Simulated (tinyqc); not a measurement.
UHF in the 6-31g basis, for H2, spin multiplicity 3, step by step. One step of it, computed by the program tinyqc.

Problem. Iteration 3: diagonalisation and new density. Diagonalise F' = X^T F X, C = X C', fill 2 alpha and 0 beta electrons from the bottom; D(s) = C_occ C_occ^T. Each column has its largest component positive (the first on a tie).

F(alpha) (hartree), lower triangle:
```
           1H 1s      1H 2s      2H 1s      2H 2s
1H 1s  -0.219071
1H 2s  -0.608426  -0.453065
2H 1s  -0.262038  -0.374109  -0.219071
2H 2s  -0.374109  -0.388198  -0.608426  -0.453065
```

F(beta) (hartree), lower triangle:
```
           1H 1s      1H 2s      2H 1s     2H 2s
1H 1s   0.484185
1H 2s  -0.063268   0.061772
2H 1s  -0.116674  -0.093009   0.484185
2H 2s  -0.093009  -0.023649  -0.063268  0.061772
```

X:
```
               1          2          3         4
1H 1s  -0.716603   0.910013   0.634758  0.277587
1H 2s   1.489289  -0.704534   0.305427  0.358546
2H 1s   0.716603   0.910013  -0.634758  0.277587
2H 2s  -1.489289  -0.704534  -0.305427  0.358546
```

Give: F' = X^T F X; orbital energies; coefficients C; F' = X^T F X; orbital energies; coefficients C; D(alpha) after iteration 3; D(beta) after iteration 3.

Solution.

F' = X^T F X (alpha) (hartree), lower triangle:
```
         1        2        3        4
1   0.7567
2   0.0000   0.8878
3  -0.4385   0.0000  -0.1592
4   0.0000  -0.0749   0.0000  -0.6816
```

orbital energies (alpha) (hartree): MO1 -0.6852, MO2 -0.3353, MO3 0.8913, MO4 0.9328

coefficients C (alpha):
```
          MO1      MO2      MO3      MO4
1H 1s  0.3206   0.3220   0.8958  -0.9015
1H 2s  0.3246   0.8385  -0.7208   1.2682
2H 1s  0.3206  -0.3220   0.8958   0.9015
2H 2s  0.3246  -0.8385  -0.7208  -1.2682
```

F' = X^T F X (beta) (hartree), lower triangle:
```
         1       2       3       4
1   0.8691
2   0.0000  1.0473
3  -0.4257  0.0000  0.5232
4   0.0000  0.1256  0.0000  0.0042
```

orbital energies (beta) (hartree): MO1 -0.0107, MO2 0.2366, MO3 1.0622, MO4 1.1556

coefficients C (beta):
```
          MO1      MO2      MO3      MO4
1H 1s  0.1684   0.1264   0.9364  -0.9489
1H 2s  0.4391   1.0850  -0.6574   1.0649
2H 1s  0.1684  -0.1264   0.9364   0.9489
2H 2s  0.4391  -1.0850  -0.6574  -1.0649
```

D(alpha) after iteration 3, lower triangle:
```
         1H 1s    1H 2s   2H 1s   2H 2s
1H 1s   0.2064
1H 2s   0.3740   0.8084
2H 1s  -0.0009  -0.1659  0.2064
2H 2s  -0.1659  -0.5976  0.3740  0.8084
```

D(beta) after iteration 3, lower triangle:
```
        1H 1s   1H 2s   2H 1s   2H 2s
1H 1s  0.0000
1H 2s  0.0000  0.0000
2H 1s  0.0000  0.0000  0.0000
2H 2s  0.0000  0.0000  0.0000  0.0000
```
